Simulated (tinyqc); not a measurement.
Comparisons within one model: cylindrical quantum wire. A value that a table varies takes the place of the one given here.

A cylinder of radius R, isotropic masses, c = hbar^2/2m0, k = sqrt(mw E/c), kappa = sqrt(mb (V0 - E)/c). State (n, m) is J_m(k r) inside and K_m(kappa r) outside; psi and psi'/m are continuous: (k/mw) J_m'(kR)/J_m(kR) = (kappa/mb) K_m'(kappa R)/K_m(kappa R).

With hard walls E = c (x/R)^2/mw, x a zero of J_m: (1,0) 2.404826; (2,0) 5.520078; (1,1) 3.831706; (2,1) 7.015587; (1,2) 5.135622; (2,2) 8.417244; (1,3) 6.380162; (2,3) 9.761023.

Constants: hbar^2/2m0 = 3.80998211 eV angstrom^2.

Inputs chosen for the exercise (near those of an InGaAs wire in InAlAs; the results hold for these values, not for the real material):

| symbol | value | unit | meaning |
|---|---|---|---|
| V0 | 0.491 | eV | barrier height |
| mw | 0.0411 | m0 | mass inside |
| mb | 0.0787 | m0 | mass outside |
| Rs | (26, 38, 52, 75, 105, 150, 210) | angstrom | radii |
| R | 75 | angstrom | radius |

## Radius

The two lowest states against R; a dash marks an unbound state.

Levels (eV):

| R (angstrom) | (1,0) | (1,1) | (1,0), hard walls | flat well of width 2R |
|---|---|---|---|---|
| 26 | 0.2481 | - | 0.7931 | 0.1153 |
| 38 | 0.1586 | 0.3973 | 0.3713 | 0.0712 |
| 52 | 0.1035 | 0.2642 | 0.1983 | 0.0456 |
| 75 | 0.0597 | 0.1523 | 0.0953 | 0.0260 |
| 105 | 0.0345 | 0.0879 | 0.0486 | 0.0149 |
| 150 | 0.0187 | 0.0474 | 0.0238 | 0.0080 |
| 210 | 0.0102 | 0.0259 | 0.0122 | 0.0044 |

The lowest state is bound at every radius listed. (1,1) becomes bound between 26 and 38 angstrom. At the largest radius the level is 0.84 of the hard-wall value and 2.34 times that of the flat well (the hard-wall ratio is 2.34); the exponent d ln E/d ln R between the last two radii is -1.80.

## Shape and dimension

Lowest level with hard walls: film c (pi/2R)^2/mw, cylinder c (2.404826/R)^2/mw, sphere c (pi/R)^2/mw, square or cube of side a: 2 or 3 times c (pi/a)^2/mw; c = hbar^2/2m0. Finite barriers V0 with outer mass mb and psi, psi'/m continuous for film, cylinder and sphere (not separable for the square and the cube: dash).

Lowest level (eV):

| shape | hard walls | finite barrier |
|---|---|---|
| film, width 2R | 0.0407 | 0.0260 |
| cylinder, radius R | 0.0953 | 0.0597 |
| square wire of equal area | 0.1035 | - |
| sphere, radius R | 0.1627 | 0.0998 |
| cube of equal volume | 0.1878 | - |

With hard walls the levels of film, cylinder and sphere stand as 1 : 2.34 : 4.00; with the finite barrier as 1 : 2.30 : 3.85. The square lies 8.6 % above the circle of equal area and the cube 15.5 % above the sphere of equal volume: round shapes give the lowest level for a given size.

## What each parameter does

The lowest level (1,0) and its distance to V0. Each row changes one parameter from the base and keeps the others.

Results:

| case | E (eV) | V0 - E (eV) | k R |
|---|---|---|---|
| base | 0.0597 | 0.4313 | 1.9032 |
| R = 83 angstrom | 0.0508 | 0.4402 | 1.9431 |
| V0 = 0.417 eV | 0.0576 | 0.3594 | 1.8691 |
| mw = 0.0452 m0 | 0.0564 | 0.4346 | 1.9408 |
| mb = 0.0984 m0 | 0.0568 | 0.4342 | 1.8569 |

The largest shifts from the base row, up to three for each result and ties (the steps differ in size, so this ranks the rows, not the parameters). E (eV): R -0.0089, mw -0.0032, mb -0.0029. V0 - E (eV): V0 -0.0719, R +0.0089, mw +0.0032. k R: mb -0.0463, R +0.0400, mw +0.0376.

Computed by tinyqc, a small Python program: `OMP_NUM_THREADS=1 python tinyqc.py 1251937 1251938 out.jsonl` (the numbers bound the seed that draws the inputs); one thread of a shared host (Intel(R) Xeon(R) Processor @ 2.30GHz), about 0.03 s for the whole set of steps.
